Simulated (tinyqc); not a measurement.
# Resistance of a tapered via with liner, size effect and interface, step by step

Program tinyqc, `OMP_NUM_THREADS=1 python tinyqc.py 2750021 2750022 out.jsonl`; Intel Xeon 2.30GHz, shared host, one thread, about 0.01 s. Printed values are rounded.

A round via whose diameter grows from db at the bottom as D(z) = db + 2 z/tan(ang). The fill, of diameter D - 2 tl, starts above the bottom liner (thickness fb tl) and has rho = rho0 (1 + ks lam/(D - 2 tl)); the sidewall liner conducts in parallel with it. The bottom liner and the interface are crossed over the full area pi db^2/4. Spreading in the lines above and below is left out.

Inputs (values chosen for the exercise); fill metal close to cobalt: diameter at the bottom db = 9.4 nm; height hv = 23 nm; sidewall angle ang = 86 degrees; bulk resistivity of the fill rho0 = 6.11 uohm cm; mean free path of the fill lam = 11.8 nm; size-effect factor ks = 0.7; liner on the sidewall tl = 1.7 nm; liner at the bottom over that on the sidewall fb = 1; resistivity of the liner rl = 320 uohm cm; interface resistivity at the bottom ri = 6.6e-12 ohm cm^2; ballistic conductance per area, about 3/(4 rho0 lam) Sb = 1e15 S/m^2.

Range of the model: The ballistic limit exceeds half of R_fill, so a diffusive resistivity alone understates the resistance.

## Slices of the via

Slices between z0 = fb tl and hv, evaluated at their midpoints: conductance per length pi/4 [(D - 2 tl)^2/rho + (D^2 - (D - 2 tl)^2)/rl], slice resistance = slice height over that. 10 slices.

```
slice	z (nm)	D (nm)	rho (uohm cm)	slice resistance (ohm)
0	2.765	9.78670	14.0121	8.79697
1	4.895	10.0846	13.6600	7.86246
2	7.025	10.3825	13.3379	7.06274
3	9.155	10.6804	13.0422	6.37389
4	11.2850	10.9782	12.7697	5.77694
5	13.4150	11.2761	12.5178	5.25671
6	15.5450	11.5740	12.2843	4.80096
7	17.6750	11.8719	12.0672	4.39976
8	19.8050	12.1698	11.8648	4.04497
9	21.9350	12.4677	11.6758	3.72988
```

## Total resistance

R_fill = sum of the slices; R_bottom = rl fb tl/(pi db^2/4); R_interface = ri/(pi db^2/4); ballistic (Sharvin) limit 1/(Sb pi (db - 2 tl)^2/4); ideal cylinder rho0 hv/(pi db^2/4).

parts (ohm): fill 58.1053, bottom liner 78.3887, interface 9.51039
R = 146.004 ohm
shares (%): fill 39.7970, bottom liner 53.6893, interface 6.5138
ballistic limit = 35.3678 ohm
ideal cylinder = 20.2499 ohm

The bottom liner is the largest part, and R is 7.21 times the ideal cylinder. With 2000 slices R = 146.04 ohm.
